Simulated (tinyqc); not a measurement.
## Pelgrom slope, floor and doping from two device sizes

Problem. s^2 = A^2/(L W) + s0^2, with s0 independent of size and A = (q/Cox) sqrt(Na Wd/3) from random dopants alone, Cox = 3.9 eps0/ti. Find A, s0 and Na.

Values chosen for this exercise:
```
symbol,value,unit,meaning
ti,1.6,nm,oxide-equivalent thickness in inversion
```

Constants: q = 1.602176634e-19 C, eps0 = 8.8541878128e-14 F/cm where lengths are in cm. Results are converted to the units shown.

s for gate areas 0.025 and 0.23 um^2 (mV): 7.48540441  4.51123331
Wd = 18.7857550 nm

Solution. s^2 is linear in 1/area: slope A^2, intercept s0^2.

A = 1.00 mV um
s0 = 4.00 mV
Na = 2.90e18 cm^-3

tinyqc, about 0.01 s, one thread, Intel Xeon 2.30GHz (shared host): `OMP_NUM_THREADS=1 python tinyqc.py 2090079 2090080 out.jsonl`
